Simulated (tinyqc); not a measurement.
# Reverse leakage of an n+-p junction: diffusion, generation, trap-assisted and band-to-band tunnelling: leakage components against the temperature

One-sided abrupt junction in the depletion approximation, x from the junction (0) to W on the p side, field F = F0 (1 - x/W). Flat quasi-Fermi levels, long p side. Traps generate through SRH with both lifetimes shortened by 1 + Gamma (Hurkx enhancement, form for moderate fields); band-to-band generation is local and needs a total bending above Eg.

Nc and Nv are given at 250 K and scale as (T/250 K)^1.5; all else is held fixed. ni = sqrt(Nc Nv) exp(-Eg/(2 Vt)), Eg in volts; Vbi = Vt ln(Na Nd/ni^2); W = sqrt(2 eps0 eps_r (Vbi + VR)/(q Na)); F0 = 2 (Vbi + VR)/W; FG = sqrt(24 mt m0 (kB T)^3)/(q hbar); J_diff = q ni^2 sqrt(Dn/tau)(1 - exp(-VR/Vt))/Na. u = (Vbi + VR)(1 - x/W)^2, p = Na exp(-u/Vt), n = Nd exp((u - Vbi - VR)/Vt); G0 = ni^2 (1 - exp(-VR/Vt))/(tau (n + p + 2 ni cosh(Et/Vt))); Gamma = 2 sqrt(3 pi)(F/FG) exp((F/FG)^2); trap-assisted part G0 Gamma; G_bb = Ab F^2.5 exp(-Bb/F) with F in V/cm, zero unless Vbi + VR > Eg, and counted as zero under 1 cm^-3 s^-1. Currents are q times the integrals over 0 to W; J_bb under 1e-8 of J is printed as 0; rows with F0/FG above 2.2, beyond the range of this Gamma, are left out.

Parameters, values chosen for the exercise; band and dielectric values close to those of gallium arsenide:
- Eg = 1.42 eV (band gap)
- eps_r = 13 (relative permittivity)
- Nc = 3.32e17 cm^-3 (conduction-band density of states at the reference temperature)
- Nv = 6.73e18 cm^-3 (valence-band density of states at the reference temperature)
- Na = 1.2e17 cm^-3 (acceptor density of the lighter side)
- Nd = 1e20 cm^-3 (donor density of the heavier side)
- tau = 2e-9 s (SRH lifetime of both carriers at zero field)
- Et = -0.09 eV (trap level above the intrinsic level)
- mt = 0.083 m0 (tunnelling mass)
- Dn = 27 cm^2/s (electron diffusion coefficient on the lighter side)
- Ab = 3.7e16 cm^-0.5 V^-2.5 s^-1 (band-to-band prefactor)
- Bb = 1.61e7 V/cm (band-to-band field constant)
- VR = 0.9 V (reverse bias)

Constants: q = 1.602176634e-19 C, kB = 1.380649e-23 J/K, hbar = 1.054571817e-34 J s, m0 = 9.1093837015e-31 kg, Vt = kB T/q, eps0 = 8.8541878128e-14 F/cm where lengths are in cm. Results are converted to the units shown.

Result of one run:
```
T (K),F0 (kV/cm),F0/FG,J_diff (A/cm^2),J_SRH (A/cm^2),J_TAT (A/cm^2),J_bb (A/cm^2),J (A/cm^2),largest part
430,279,0.764,4.01e-11,6.81e-7,2.67e-6,0,3.35e-6,trap-assisted tunnelling
```

What becomes of these results when the temperature T is changed from 430 to 340 K, all else the same?

Result of the changed run:
```
T (K),F0 (kV/cm),F0/FG,J_diff (A/cm^2),J_SRH (A/cm^2),J_TAT (A/cm^2),J_bb (A/cm^2),J (A/cm^2),largest part
340,280,1.09,7.80e-16,1.55e-9,1.19e-8,0,1.34e-8,trap-assisted tunnelling
```

The whole series:
```
T (K),F0 (kV/cm),F0/FG,J_diff (A/cm^2),J_SRH (A/cm^2),J_TAT (A/cm^2),J_bb (A/cm^2),J (A/cm^2),largest part
220,281,2.10,6.98e-28,2.69e-16,2.22e-14,8.35e-21,2.25e-14,trap-assisted tunnelling
250,281,1.74,8.20e-24,5.19e-14,1.63e-12,0,1.68e-12,trap-assisted tunnelling
280,280,1.46,1.34e-20,3.31e-12,5.52e-11,0,5.85e-11,trap-assisted tunnelling
310,280,1.25,5.43e-18,9.58e-11,1.02e-9,0,1.12e-9,trap-assisted tunnelling
340,280,1.09,7.80e-16,1.55e-9,1.19e-8,0,1.34e-8,trap-assisted tunnelling
370,279,0.960,5.11e-14,1.62e-8,9.51e-8,0,1.11e-7,trap-assisted tunnelling
400,279,0.853,1.82e-12,1.20e-7,5.67e-7,0,6.88e-7,trap-assisted tunnelling
430,279,0.764,4.01e-11,6.81e-7,2.67e-6,0,3.35e-6,trap-assisted tunnelling
```

J rises from 2.25e-14 to 3.35e-6 A/cm^2. Trap-assisted tunnelling leads at T = 220 and in all other rows. Activation energies over the table: 1.50 eV for diffusion (Eg = 1.42 eV, raised by the T^3 of ni^2), 0.840 eV for SRH generation (Eg/2 + |Et| = 0.800 eV), 0.722 eV for the trap-assisted part, lower since Gamma grows on cooling; the total shows 0.682 eV at the cold end and 0.782 eV at the hot end.

Range of the model: The n+ side is degenerate, so Vbi from Boltzmann statistics is only a guide.

Program tinyqc, `OMP_NUM_THREADS=1 python tinyqc.py 2290120 2290121 out.jsonl`; Intel Xeon 2.30GHz, shared host, one thread, about 0.01 s.
